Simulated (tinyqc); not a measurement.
# Tunnelling through a two-layer gate stack, WKB transmission and Tsu-Esaki current: several studies

Electrons leave the emitter at x = 0. Energies E (motion across the layers) are in eV from the emitter Fermi level; the collector Fermi level lies at -V and offers states at every E. No charge in the dielectric and no image force: F1 = V/(t1 + t2 eps1/eps2), F2 = F1 eps1/eps2; U = phi1 - F1 x in layer 1 and phi2 - F1 t1 - F2 (x - t1) in layer 2. With C = hbar^2/(2 m0), kappa = sqrt(m (U - E)/C) where U > E and 0 elsewhere; T(E) = exp(-S), S = 2 times the integral of kappa over x.

Inputs (values chosen for the exercise); layer 1 close to silicon dioxide, layer 2 close to hafnium oxide: temperature T = 300 K; Fermi energy of the emitter above its band bottom Ef = 0.12 eV; emitter mass in the supply function me = 0.9 m0; barrier of layer 1 above the emitter Fermi level at zero bias phi1 = 3.02 eV; tunnelling mass of layer 1 m1 = 0.5 m0; thickness of layer 1 t1 = 1 nm; relative permittivity of layer 1 eps1 = 3.8; barrier of layer 2 at zero bias phi2 = 1.57 eV; tunnelling mass of layer 2 m2 = 0.21 m0; thickness of layer 2 t2 = 2.9 nm; relative permittivity of layer 2 eps2 = 22.8; voltage across the dielectric V = 0.9 V.

Constants: q = 1.602176634e-19 C, kB = 1.380649e-23 J/K, hbar = 1.054571817e-34 J s, m0 = 9.1093837015e-31 kg, Vt = kB T/q, hbar^2/(2 m0) = 0.0380998212 eV nm^2. Results are converted to the units shown.

Each table varies one quantity; the others keep the values above.

## Effect of the barrier height

Each layer adds (2/F) sqrt(m/C) [G(u at its left edge) - G(u at its right edge)] to S, with u = U - E (0 where negative) and G(u) = (2/3) u^1.5. J = J0 times the integral of T(E) N(E) dE, N = ln[(1 + exp(-E/Vt))/(1 + exp((-E - V)/Vt))], J0 = q^2 me m0 kB T/(2 pi^2 hbar^3) (times 1e-4 for A/cm^2 per eV), from E = -Ef to far above the barrier (T = 1 there), by quadrature converged to the digits shown.

Effect of the barrier height:
```
phi1 (eV)  S at E = 0   T(E = 0)  J (A/cm^2)  mean E of the current (eV)
1.5             20.19   1.700e-9      0.1098                    -0.04633
1.79            21.11  6.813e-10     0.04470                    -0.04729
2.07            21.91  3.062e-10     0.02032                    -0.04797
2.36            22.67  1.428e-10    0.009567                    -0.04851
2.64            23.36  7.189e-11    0.004852                    -0.04893
2.93            24.02  3.684e-11    0.002503                    -0.04928
3.21            24.64  2.000e-11    0.001366                    -0.04957
3.5             25.24  1.095e-11    7.515e-4                    -0.04983
```

What does the comparison show?

J falls from 0.110 to 7.52e-4 A/cm^2, on average 1.08 decades for each eV, while S rises from 20.2 to 25.2.

## Current against voltage

Same model as above.

Results:
```
V (V)  S at E = 0   T(E = 0)  J (A/cm^2)  mean E of the current (eV)
0.2         28.58  3.889e-13    2.894e-5                    -0.05391
0.77        25.12  1.229e-11    8.550e-4                    -0.05061
1.06        23.03  9.915e-11    0.006526                    -0.04737
1.35        20.52   1.224e-9     0.07393                    -0.04009
1.64        16.73   5.412e-8       2.539                    -0.01746
1.92        13.23   1.805e-6       97.38                    -0.03691
2.21        11.16   1.417e-5       979.0                    -0.05239
2.5         10.62   2.437e-5        2492                    -0.06506
```

Estimate the missing row, V = 0.49 V.

Computed row:
```
V (V)  S at E = 0   T(E = 0)  J (A/cm^2)  mean E of the current (eV)
0.49        26.90  2.073e-12    1.500e-4                    -0.05257
```

With this row back in the table: J rises from 2.89e-5 to 2490 A/cm^2, by 2.46 decades a volt between the first two rows and 1.40 between the last two. From V = 1.64 V on (among the rows) a band edge falls below the emitter Fermi level, so electrons at E = 0 no longer cross the full thickness. In 4 of the 9 rows the field exceeds 10 MV/cm (up to 16.9), more than most dielectrics sustain; the model ignores breakdown.

## Effect of the thickness t1 at fixed voltage

Same model as above.

Result of one run:
```
t1 (nm)  S at E = 0   T(E = 0)  J (A/cm^2)  mean E of the current (eV)
1.29          27.44  1.213e-12    7.961e-5                    -0.04736
```

What becomes of these results when the thickness of layer 1 t1 is changed from 1.29 to 0.77 nm, all else the same?

Result of the changed run:
```
t1 (nm)  S at E = 0   T(E = 0)  J (A/cm^2)  mean E of the current (eV)
0.77          21.72  3.688e-10     0.02588                    -0.05099
```

The whole series:
```
t1 (nm)  S at E = 0   T(E = 0)  J (A/cm^2)  mean E of the current (eV)
0.6           19.91   2.251e-9      0.1619                    -0.05220
0.77          21.72  3.688e-10     0.02588                    -0.05099
0.94          23.57  5.825e-11    0.003995                    -0.04980
1.11          25.44  8.969e-12    6.019e-4                    -0.04861
1.29          27.44  1.213e-12    7.961e-5                    -0.04736
1.46          29.34  1.806e-13    1.163e-5                    -0.04616
1.63          31.26  2.663e-14    1.682e-6                    -0.04496
1.8           33.18  3.894e-15    2.415e-7                    -0.04374
```

J falls from 0.162 to 2.41e-7 A/cm^2: 4.68 decades a nanometre between the first two rows and 4.96 between the last two. The exponent S alone gives dS/dt/ln 10 = 4.62 and 4.91. In 2 of the 8 rows a layer is thinner than 0.8 nm, a few atomic planes, where an effective mass is a rough description.

## Effect of the tunnelling mass m2

Same model as above.

Effect of the tunnelling mass m2:
```
m2 (m0)  S at E = 0   T(E = 0)  J (A/cm^2)  mean E of the current (eV)
0.12          21.22  6.056e-10     0.04521                    -0.05395
0.15          22.32  2.023e-10     0.01459                    -0.05233
0.2           23.93  4.057e-11    0.002785                    -0.04985
0.25          25.34  9.851e-12    6.490e-4                    -0.04755
0.31          26.87  2.149e-12    1.358e-4                    -0.04494
0.4           28.90  2.824e-13    1.694e-5                    -0.04122
0.5           30.90  3.815e-14    2.184e-6                    -0.03725
0.63          33.22  3.739e-15    2.041e-7                    -0.03219
```

J falls from 0.0452 to 2.04e-7 A/cm^2. S goes as m2^(0.27): only one of the two layers feels this mass, so the power is below 0.5.

Numbers from tinyqc (`OMP_NUM_THREADS=1 python tinyqc.py 2540051 2540052 out.jsonl`; about 0.04 s on one thread of a shared Intel Xeon 2.30GHz).
